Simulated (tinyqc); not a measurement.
## n-type polysilicon, carrier trapping at grain boundaries: effect of the trap density of a grain boundary

One-dimensional grains of size Lg, uniform ionised doping N, monovalent traps Qt at each boundary at a depth Et below (for electrons) or above (for holes) the band edge there, abrupt depletion of width W on each side of a boundary, Boltzmann statistics. xi is the distance from the band edge at the grain centre to the Fermi level. Trapped charge Qt/(1 + exp((xi + VB - Et)/Vt)) = 2 N W, barrier VB = q N W^2/(2 eps0 eps_r).

If the trap equation with xi = Vt ln(NB/N) has a root W < Lg/2, the grain is partly depleted; otherwise W = Lg/2 and the trap equation gives xi = Et - VB + Vt ln(Qt/(N Lg) - 1). N* = Qt/Lg. n0 = NB exp(-xi/Vt); mean density n0 (1 - 2 W/Lg) by charge balance in a partly depleted grain, and n0 (sqrt(pi)/2) erf(u)/u with u = sqrt(VB/Vt) in a fully depleted one; v = sqrt(kB T/(2 pi ms m0)); barrier resistivity Vt exp(VB/Vt)/(q fe n0 v Lg); grain resistivity (1 - 2 W/Lg)/(q n0 mug); effective mobility 1/(q mean density total resistivity). Rows with xi above 0.45 V, towards mid-gap, are left out, since the other carrier type is ignored.

Parameters, values chosen for the exercise; values of the order met in polycrystalline silicon: temperature T = 300 K; relative permittivity eps_r = 11.7; conduction-band density of states at T NB = 2.8e19 cm^-3; grain size Lg = 42 nm; depth of the trap level from the majority band edge at the boundary Et = 0.42 eV; mass for thermionic emission ms = 0.6 m0; correction factor of the emission rate fe = 0.25; mobility inside the grains mug = 96 cm^2/(V s); doping N = 4.7e18 cm^-3.

Constants: q = 1.602176634e-19 C, kB = 1.380649e-23 J/K, m0 = 9.1093837015e-31 kg, Vt = kB T/q, eps0 = 8.8541878128e-14 F/cm where lengths are in cm. Results are converted to the units shown.

The same in every row: xi (V) = 0.04614.

Results:

| Qt (cm^-2) | N/N* | depleted share 2 W/Lg | VB (V) | mean density (cm^-3) | resistivity (ohm cm) | effective mobility (cm^2/(V s)) |
|---|---|---|---|---|---|---|
| 2e11 | 98.70 | 0.01013 | 1.645e-4 | 4.652e18 | 0.02317 | 57.91 |
| 3.4e11 | 58.06 | 0.01722 | 4.755e-4 | 4.619e18 | 0.02318 | 58.28 |
| 5.7e11 | 34.63 | 0.02888 | 0.001336 | 4.564e18 | 0.02335 | 58.57 |
| 9.7e11 | 20.35 | 0.04914 | 0.003870 | 4.469e18 | 0.02409 | 57.98 |
| 1.6e12 | 12.34 | 0.08105 | 0.01053 | 4.319e18 | 0.02686 | 53.80 |
| 4.7e12 | 4.200 | 0.2381 | 0.09086 | 3.581e18 | 0.3269 | 5.332 |
| 8e12 | 2.467 | 0.4008 | 0.2575 | 2.816e18 | 199.4 | 0.01112 |

Estimate the missing row, Qt = 2.8e12 cm^-2.

Computed row:

| Qt (cm^-2) | N/N* | depleted share 2 W/Lg | VB (V) | mean density (cm^-3) | resistivity (ohm cm) | effective mobility (cm^2/(V s)) |
|---|---|---|---|---|---|---|
| 2.8e12 | 7.050 | 0.1418 | 0.03225 | 4.033e18 | 0.04465 | 34.66 |

With this row back in the table: As Qt goes from 2e11 to 8e12, VB rises from 1.65e-4 to 0.258 V, the resistivity rises from 0.0232 to 199 ohm cm and the effective mobility goes from 57.9 through a maximum of 58.6 (at Qt = 5.7e11 among the rows listed) to 0.0111 cm^2/(V s). In every row xi is under 2.5 Vt, where Boltzmann statistics begin to fail. For Qt = 2e11, 3.4e11, 5.7e11, 9.7e11, 1.6e12 VB is below Vt, where abrupt depletion and thermionic emission are rough.

Numbers from tinyqc (`OMP_NUM_THREADS=1 python tinyqc.py 2830141 2830142 out.jsonl`; about 0.01 s on one thread of a shared Intel Xeon 2.30GHz).
